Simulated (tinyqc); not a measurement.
## Six-transistor SRAM cell, nodal equations and margins: effect of the supply voltage

Two cross-coupled inverters (pull-down bn, pull-up bp) hold the nodes Q and QB; access transistors (ba, threshold VTn, gate on the word line at Vdd when selected) join them to the bit lines. Transistor (EKV form, voltages against the body): I = 2 n b Vt^2 [F(vp - Vs) - F(vp - Vd)] from drain to source, F(v) = ln^2(1 + exp(v/(2 Vt))), vp = (Vg - VT + sg |Vd - Vs|)/n. n-channel bodies are at 0; for the p-channel device all voltages are counted down from Vdd. b in uA/V^2 gives I in uA. For an access transistor the bit line is the drain and the node the source. In a read both bit lines are at Vdd. The cell is symmetric (no mismatch).

f(x) is the node voltage of one half-cell for input x: In = Ip in hold, In = Ip + Ia in a read. Static noise margin: side of the largest square between the curve (x, f(x)) and its mirror image (f(y), y); with h(c) the root x of f(x) - x = c, it is the maximum over c > 0 of h(c) - h(-c) + c. Q is the low node in a read and Iread the current of its access transistor. The write trip is the voltage to which the bit line of the high node must fall (the other staying at Vdd) for that state to vanish; higher is easier, and a negative value means that a grounded bit line does not write.

Parameters, values chosen for the exercise: temperature T = 300 K; slope factor n = 1.16; drain-induced barrier lowering sg = 0.081; n-channel threshold VTn = 0.35 V; p-channel threshold (magnitude) VTp = 0.26 V; gain factor of the pull-down transistor bn = 180 uA/V^2; gain factor of the access transistor ba = 150 uA/V^2; gain factor of the pull-up transistor bp = 62 uA/V^2.

Constants: q = 1.602176634e-19 C, kB = 1.380649e-23 J/K, Vt = kB T/q. Results are converted to the units shown.

Results:
```
Vdd (V)  hold margin (mV)  read margin (mV)  Q in a read (mV)  Iread (uA)  write trip (mV)
0.4                 147.8             93.66             37.10      0.2523            48.00
0.6                 233.1             132.3             74.55       2.797            131.0
0.7                 270.1             146.7             97.92       5.277            178.1
0.85                316.4             160.5             134.3       10.46            251.8
1                   354.6             166.7             171.2       17.39            328.5
```

Estimate the missing row, Vdd = 0.5 V.

Computed row:
```
Vdd (V)  hold margin (mV)  read margin (mV)  Q in a read (mV)  Iread (uA)  write trip (mV)
0.5                 191.7             114.3             53.41       1.115            86.75
```

With this row back in the table: As Vdd goes from 0.4 to 1 V, the read margin rises from 93.7 to 167 mV, the write trip rises from 48.0 to 329 mV and Iread rises from 0.252 to 17.4 uA. The read margin is 0.63 of the hold margin in the first row and 0.47 in the last. At Vdd = 0.4 V the read margin is under 100 mV, which threshold mismatch, left out here, can use up in a large array.

Numbers from tinyqc (`OMP_NUM_THREADS=1 python tinyqc.py 2340001 2340002 out.jsonl`; about 0.1 s on one thread of a shared Intel Xeon 2.30GHz).
